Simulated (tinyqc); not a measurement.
Keating valence-force model of a tetrahedral crystal. Changing the mass M_B. Computed by tinyqc, a small Python program. Command: `OMP_NUM_THREADS=1 python tinyqc.py 3014803 3014804 out.jsonl keating sweep`. One thread of a shared host (Intel(R) Xeon(R) Processor @ 2.30GHz), about 0.1 s of CPU time with the checks.

Atom A sits at 0 and atom B at a/4 (1,1,1) of an fcc lattice; the four bonds from A are t = a/4 (1,1,1), a/4 (1,-1,-1), a/4 (-1,1,-1), a/4 (-1,-1,1), of length d = sqrt(3) a/4. Energy: E = (3 alpha/(8 d^2)) sum over bonds (r.r - d^2)^2 + (3 beta/(8 d^2)) sum over pairs of bonds at one atom (r_i.r_j + d^2/3)^2, with beta_A for the six pairs at A and beta_B for the six at B. The cell holds two atoms, Omega = a^3/4. 1 N/m = 1 J/m^2.

Inputs (values chosen for the exercise, for a model crystal):

| quantity | value | unit |
|---|---|---|
| lattice constant a | 6.093 | angstrom |
| mass M_A | 21.6 | u |
| bond stretching alpha | 122 | N/m |
| bond bending beta_A | 38.9 | N/m |
| bond bending beta_B | 29.1 | N/m |
| Born charge Z* | 2.2 | e |
| eps_inf | 12.1 | - |
| mesh divisions n | 6 | - |
| temperature T | 77 | K |

Structure: zinc blende.

Constants: nu for 1 eV/(angstrom^2 u) = 15.6333042 THz; 1 eV/angstrom^2 = 16.02176634 J/m^2; 1 THz = 33.35640952 1/cm; e^2/(4 pi eps_0) = 14.39964548 eV angstrom; h x 1 THz = 4.135667696 meV; k_B = 8.617333262e-05 eV/K.

Method:
- beta = (beta_A + beta_B)/2; mu = M_A M_B/(M_A + M_B); lambda = 4 (alpha + beta)/mu with the springs in eV/angstrom^2; nu = 15.6333042 THz x sqrt(lambda).
- The long-range field adds 4 pi Z*^2 (e^2/(4 pi eps_0))/(eps_inf Omega mu) to lambda for the longitudinal mode at q -> 0; lambda = (nu/15.6333042 THz)^2; eps_0 = eps_inf (nu_LO/nu_TO)^2 (Lyddane-Sachs-Teller; here eps_0 is the static dielectric constant).
- With displacements u exp(i q.r), each bracket changes by g.u, where g = (g_A, g_B): bond t, g = (-2 t, 2 t exp(i q.t)); pair (i, j) at A, g = (-(t_i + t_j), t_i exp(i q.t_j) + t_j exp(i q.t_i)); pair at B, g = (-t_i exp(-i q.t_j) - t_j exp(-i q.t_i), t_i + t_j). Then D_mn = sum over the 4 bonds and 12 pairs of (4 k/a^2) conj(g_m) g_n / sqrt(M_m M_n), with k = alpha or beta converted to eV/angstrom^2. Only the short-range forces enter; the Coulomb field of the charges is left out.
- An eigenvalue lambda of D in eV/(angstrom^2 u) gives nu = 15.6333042 THz x sqrt(lambda).
- Take the lowest frequency at X = (1, 0, 0) 2 pi/a, the transverse acoustic (TA) mode.
- Mesh: q = sum_i (m_i + 1/2)/n b_i, m_i = 0..n-1, with b = [[-1, 1, 1], [1, -1, 1], [1, 1, -1]] in 2 pi/a; sums over the six modes are averaged over the n^3 points and halved, per atom.
- With x = h nu/(k_B T) and n = 1/(exp(x) - 1) for each mode: F = k_B T [x/2 + ln(1 - exp(-x))], U = k_B T x (n + 1/2), S/k_B = x n - ln(1 - exp(-x)), C/k_B = x^2 n (n + 1).
- The acoustic share counts the three lowest modes at each q; zero-point energy = sum h nu/2.

One run for each value:

| mass M_B (u) | nu_TO at G (THz) | TA frequency at X (THz) | nu_LO at G (THz) | static dielectric constant | zero-point energy (meV/atom) |
|---|---|---|---|---|---|
| 4.3 | 51.520 | 16.737 | 52.360 | 12.498 | 205.74 |
| 6.5 | 43.647 | 16.398 | 44.359 | 12.498 | 178.39 |
| 9.7 | 37.709 | 15.874 | 38.324 | 12.498 | 156.95 |
| 14.0 | 33.475 | 15.138 | 34.021 | 12.498 | 140.89 |
| 22.0 | 29.552 | 13.796 | 30.034 | 12.498 | 124.95 |
| 32.0 | 27.169 | 12.355 | 27.611 | 12.498 | 114.35 |
| 48.0 | 25.278 | 10.647 | 25.690 | 12.498 | 105.06 |
| 72.0 | 23.935 | 8.984 | 24.325 | 12.498 | 97.59 |
| 110.0 | 22.961 | 7.421 | 23.335 | 12.498 | 91.35 |

Over the rows, nu_TO at G (THz) falls from 51.5 to 23.0 (exponent d ln y / d ln x -0.40 between the first rows and -0.098 between the last); TA frequency at X (THz) falls from 16.7 to 7.42 (exponent d ln y / d ln x -0.049 between the first rows and -0.45 between the last); nu_LO at G (THz) falls from 52.4 to 23.3 (exponent d ln y / d ln x -0.40 between the first rows and -0.098 between the last). The optical frequencies follow the reduced mass, which saturates at M_A for heavy B, while the static dielectric constant does not involve the masses.

Caution (rows 4.30, 6.50, 9.70, 14.0): the mesh is too coarse for this temperature: four more divisions change S by over 1 %.

Extremes, crossings and ranges named in words are read from the listed rows.
